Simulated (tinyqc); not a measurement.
Changing the total dopant density N: dopants and charged point defects at anneal temperature: Fermi-level effect, clustering and pairing. Computed by tinyqc, a small Python program. Command: `OMP_NUM_THREADS=1 python tinyqc.py 3003882 3003883 out.jsonl pairing sweep`. One thread of a shared host (Intel(R) Xeon(R) Processor @ 2.30GHz), about 0.02 s of CPU time with the checks.

Boltzmann statistics and full ionisation of active dopants. Energies are counted from the valence band; the defect (a vacancy or self-interstitial) has five charge states, with all degeneracy factors one.

Inputs (values chosen for the exercise, with bands modelled on GaAs):
```
quantity                                         value    unit
gap at 0 K E_g0                                   1.49      eV
Varshni alpha                                 0.000535    eV/K
Varshni beta                                       212       K
electron mass m_e                                0.068     m_0
valleys M_c                                          1       -
hole mass m_h                                     0.54     m_0
anneal temperature T                              1080       K
formation enthalpy of the neutral defect H_f      2.91      eV
formation entropy S_f                              2.4     k_B
site density N_s                               2.4e+22   cm^-3
intrinsic dopant diffusivity D_i               1.7e-14  cm^2/s
anneal time t                                       60       s
```

Dopant: donor. Second part: pairing with a mobile impurity.

defect levels as fractions of E_g(T): (2+/+), (+/0), (0/-), (-/2-): 0.084  0.26  0.44  0.91

Constants: m_0 = 9.1093837015e-31 kg; k_B = 1.380649e-23 J/K; h = 6.62607015e-34 J s; k_B = 8.617333262e-05 eV/K.

Method:
- E_g = E_g0 - alpha T^2/(T + beta).
- N_c = 2 M_c (2 pi m_e k_B T/h^2)^(3/2) and N_v = 2 (2 pi m_h k_B T/h^2)^(3/2), masses in units of m_0.
- n_i = sqrt(N_c N_v) exp(-E_g/2 k_B T); E_i = E_g/2 + (k_B T/2) ln(N_v/N_c).
- No clustering: A = N.
- n = A/2 + sqrt(A^2/4 + n_i^2) for an active density A.
- chi = n/n_i (for acceptors n_i/p); E_F = E_i + k_B T ln chi; field enhancement h = 1 + A/sqrt(A^2 + 4 n_i^2).
- C_0 = N_s exp(S_f/k_B) exp(-H_f/k_B T). Ratios to the neutral state at E_F = E_i: r_+ = exp((E(+/0) - E_i)/k_B T), r_2+ = r_+ exp((E(2+/+) - E_i)/k_B T), r_- = exp((E_i - E(0/-))/k_B T), r_2- = r_- exp((E_i - E(-/2-))/k_B T); at other E_F state q scales as chi^(-q). The enhancement is sum r_q chi^(-q)/sum r_q. The charge on the defects is left out of neutrality.
- If every charge state of the defect carries the dopant equally well, D = D_i x enhancement x h x (active share A/N, a rough stand-in that overstates the dA/dN which immobile clusters call for), D_i being an input held fixed when T or H_f is moved; diffusion length 2 sqrt(D t).

One run for each value:
```
total dopant density N (cm^-3)  active density A (cm^-3)  enhancement over intrinsic       D/D_i  E_F (eV)  mean charge (e)
1.00e+17                                        1.00e+17                  2.0460e+00  3.3020e+00    0.7147          -1.0510
3.00e+17                                        3.00e+17                  5.4033e+00  1.0370e+01    0.7955          -1.1930
9.00e+17                                        9.00e+17                  2.1632e+01  4.3047e+01    0.8942          -1.4344
3.00e+18                                        3.00e+18                  1.4457e+02  2.8900e+02    1.0058          -1.7222
8.00e+18                                        8.00e+18                  8.4920e+02  1.6983e+03    1.0971          -1.8743
2.00e+19                                        2.00e+19                  4.9070e+03  9.8139e+03    1.1824          -1.9457
7.00e+19                                        7.00e+19                  5.7778e+04  1.1556e+05    1.2989          -1.9839
2.00e+20                                        2.00e+20                  4.6671e+05  9.3342e+05    1.3966          -1.9943
7.00e+20                                        7.00e+20                  5.6939e+06  1.1388e+07    1.5132          -1.9984
2.00e+21                                        2.00e+21                  4.6431e+07  9.2863e+07    1.6109          -1.9994
```

Over the rows, active density A (cm^-3) rises from 1.00e17 to 2.00e21 (exponent d ln y / d ln x about 1.0 throughout); enhancement over intrinsic rises from 2.05 to 4.64e7 (exponent d ln y / d ln x 0.88 between the first rows and 2.0 between the last); D/D_i rises from 3.30 to 9.29e7 (exponent d ln y / d ln x 1.0 between the first rows and 2.0 between the last). The exponent of active density A stays at 1: no clustering.

Caution (rows 8.00e18, 2.00e19, 7.00e19, 2.00e20, 7.00e20, 2.00e21): the carrier density exceeds the effective density of states, where Boltzmann statistics understate the shift of E_F and so the density of charged defects (gap narrowing, also left out, works the other way). Caution (rows 8.00e18, 2.00e19, 7.00e19, 2.00e20, 7.00e20, 2.00e21): so large an enhancement assumes that highly charged defects carry the dopant as well as neutral ones; measured enhancements are far smaller.
